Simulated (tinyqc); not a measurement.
## Off-state leakage of single and stacked transistors: leakage components against the temperature

n-channel devices of unit width. Subthreshold current I(Vg, Vs, Vd) = I0 (T/300 K)^0.5 exp[(Vg - Vs - VT(T) - gb (Vs - Vb) + dd (Vd - Vs))/(nf Vt)] (1 - exp(-(Vd - Vs)/Vt)), VT(T) = VT - cT (T - 300 K). Gate-edge tunnelling Ig (Vd/1 V) exp(ag (Vd - 1 V)), for a gate at 0 V, and band-to-band leakage Ab u exp(-Bb/u), u = Vd - Vb + 1 V, flow at a drain held at V; both are taken as independent of T. In a stack of off transistors (all gates at 0 V) the same subthreshold current passes through each.

One transistor with Vg = Vs = 0, Vd = V; stack factor I(one)/I(two in series).

Values chosen for this exercise; values of the order met in bulk silicon logic transistors:
- V = 0.8 V (supply voltage)
- VT = 0.42 V (threshold at 300 K, zero drain and body bias)
- cT = 0.5 mV/K (fall of the threshold with temperature)
- I0 = 0.5 uA/um (current at threshold at 300 K)
- nf = 1.41 (slope factor)
- dd = 0.04 (drain-induced lowering per volt)
- gb = 0.14 (rise of the threshold per volt of source-body bias)
- Ig = 0.0004 uA/um (gate-edge tunnelling current at 1 V)
- ag = 3.4 1/V (exponential slope of the gate current)
- Ab = 100 uA/(um V) (prefactor of band-to-band leakage at the drain)
- Bb = 22 V (its exponential voltage)
- Vb = 0 V (body voltage)

Constants: q = 1.602176634e-19 C, kB = 1.380649e-23 J/K, Vt = kB T/q. Results are converted to the units shown.

The same in every row: gate edge (nA/um) = 0.1621; band-to-band (nA/um) = 0.8856.

Leakage components against the temperature:
```
T (K),subthreshold (nA/um),total (nA/um),stack factor,largest part
250,5.684e-4,1.048,3.530,band-to-band
275,0.002982,1.051,3.295,band-to-band
300,0.01192,1.060,3.116,band-to-band
325,0.03861,1.086,2.976,band-to-band
350,0.1060,1.154,2.863,band-to-band
375,0.2551,1.303,2.770,band-to-band
400,0.5510,1.599,2.692,band-to-band
425,1.089,2.137,2.627,subthreshold
```

As T goes from 250 to 425, the total leakage rises from 1.05 to 2.14 nA/um. The band-to-band part leads at T = 250, the subthreshold part from 425 on. The subthreshold part doubles every 25.4 K between the last two rows. The reduction by a stack of two falls from 3.53 to 2.63, for the subthreshold part alone.

Numbers from tinyqc (`OMP_NUM_THREADS=1 python tinyqc.py 2242107 2242108 out.jsonl`; about 0.03 s on one thread of a shared Intel Xeon 2.30GHz).
